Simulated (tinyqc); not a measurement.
Input admittance of a MOSFET at zero drain bias: distributed channel and distributed gate: one step of the calculation.

Source and drain grounded, strong inversion, w = 2 pi f, Cox = eps0 eox/tox. The channel is an RC line of resistance 1/(mu Cox Vo) per square fed from both ends, so one finger has the intrinsic admittance y = i w Cox L tanh(g)/g per width, g = (1/2) sqrt(i w tau), tau = L^2/(mu Vo). The vertical resistance rv/L is in series with y, the overlaps 2 i w Cov in parallel: y_t = 1/(1/y + rv/L) + 2 i w Cov. The gate strip is a line of Rsh/L per length loaded by y_t, so a finger has Y = y_t Wf tanh(k)/k, k = (Wf/sd) sqrt(y_t Rsh/L); the device has Nf Y.

Question. Admittance of the channel and stack per width. tau, g, c = Cox L, y and y_t as defined.

Values chosen for this exercise; values of the order met in silicon radio-frequency transistors: relative permittivity of the gate insulator (close to silicon dioxide) eox = 3.9; insulator thickness tox = 1.8 nm; channel length L = 0.073 um; channel mobility mu = 390 cm^2/(V s); gate overdrive Vo = 0.52 V; vertical resistivity of the gate stack rv = 3.8 ohm um^2; overlap and fringe capacitance on each side Cov = 0.2 fF/um; frequency f = 1 GHz.

Constants: eps0 = 8.8541878128e-14 F/cm where lengths are in cm. Results are converted to the units shown.

Find: tau; g; c; y; y_t.

Answer.

tau = 0.26277 ps
g = 0.014366+0.014366i
c = 1.4004 fF/um
y = 0.0012+8.7992i uS/um
y_t = 0.005+11.312i uS/um

w tau = 0.00165, and Im y is 1.00 of w c.

Program tinyqc, `OMP_NUM_THREADS=1 python tinyqc.py 2262224 2262225 out.jsonl`; Intel Xeon 2.30GHz, shared host, one thread, about 0.01 s.
